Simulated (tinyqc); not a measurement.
Kinetic Monte Carlo and master equation for a particle on a ring of sites with traps and bias. Changing the force F along the ring. Computed by tinyqc, a small Python program. Command: `OMP_NUM_THREADS=1 python tinyqc.py 3026675 3026676 out.jsonl kmc sweep`. One thread of a shared host (Intel(R) Xeon(R) Processor @ 2.30GHz), about 0.01 s of CPU time with the checks.

7 sites on a ring, numbered 1 to 7. The saddle between i and i+1 lies at E0 + s b_i and site i at s eps_i; a force F tilts the landscape, with the saddle half-way.

Inputs (values chosen for the exercise, for a model defect):
```
quantity                        value      unit
reference barrier E0             0.56        eV
scale factor s of the disorder      1         -
attempt frequency nu              8.8       THz
temperature T                     480         K
site spacing a                    3.7  angstrom
```

Disorder: site traps.

site energies eps_i (eV): -0.089  0  0  -0.064  0  -0.11  -0.08

saddle shifts b_i between sites i and i+1 (eV): 0  0  0  0  0  0  0

Constants: k_B = 8.617333262e-05 eV/K.

Method:
- Rates: k(i to i+1) = nu exp(-(E0 + s b_i - s eps_i - F a/2)/(k_B T)), k(i to i-1) = nu exp(-(E0 + s b_(i-1) - s eps_i + F a/2)/(k_B T)).
- Share right = k right/(k right + k left); mean stay = 1/(k right + k left).
- Master equation dP/dt = W P, W_(i+1,i) = k right, W_(i-1,i) = k left, columns summing to zero. The steady state is its null vector; drift v = a sum P_i (k right - k left). D = a^2 lambda''(0)/2, where lambda(q) is the leading eigenvalue of W with right hops weighted by exp(q) and left hops by exp(-q).
- The slowest relaxation rate is minus the real part of the next eigenvalue of W. 1 angstrom = 1e-8 cm.
- At zero force D0 = a^2 nu exp(-E0/(k_B T)) / [<exp(-s eps/(k_B T))> <exp(s b/(k_B T))>], with means over the ring; Einstein relation v = D0 F/(k_B T); 1 angstrom = 1e-8 cm.

One run for each value; columns: (1) force F along the ring (eV/angstrom); (2) drift velocity v (cm/s); (3) Einstein drift (cm/s); (4) diffusivity D (cm^2/s); (5) slowest relaxation rate (1/s):
```
(1)              (2)         (3)         (4)         (5)
2.20e-04  1.5776e-03  1.5776e-03  2.9669e-09  1.4166e+06
4.70e-04  3.3705e-03  3.3703e-03  2.9700e-09  1.4216e+06
1.00e-03  7.1731e-03  7.1708e-03  2.9837e-09  1.4449e+06
2.10e-03  1.5081e-02  1.5059e-02  3.0424e-09  1.5712e+06
4.50e-03  3.2487e-02  3.2268e-02  3.2878e-09  1.8298e+06
9.40e-03  6.9408e-02  6.7405e-02  4.0665e-09  2.1646e+06
2.00e-02  1.6332e-01  1.4342e-01  6.4450e-09  3.4161e+06
4.20e-02  5.1230e-01  3.0117e-01  1.6991e-08  9.0872e+06
8.90e-02  4.2912e+00  6.3820e-01  1.3874e-07  7.4288e+07
```

Over the rows, drift velocity v (cm/s) rises from 0.00158 to 4.29 (exponent d ln y / d ln x 1.0 between the first rows and 2.8 between the last); Einstein drift (cm/s) rises from 0.00158 to 0.638 (exponent d ln y / d ln x about 1.00 throughout); diffusivity D (cm^2/s) rises from 2.97e-9 to 1.39e-7 (exponent d ln y / d ln x 0.0014 between the first rows and 2.8 between the last). At the low end the exponent of drift velocity v is 1.00, close to 1: linear response. At the low end the exponent of diffusivity D is 0.00, close to 0: a weak force leaves D unchanged. The ratio of drift to Einstein drift goes from 1.00 to 6.72; on a ring without disorder it is sinh(y)/y with y = F a/(2 k_B T), 6.72 in the last row.

Extremes, crossings and ranges named in words are read from the listed rows.
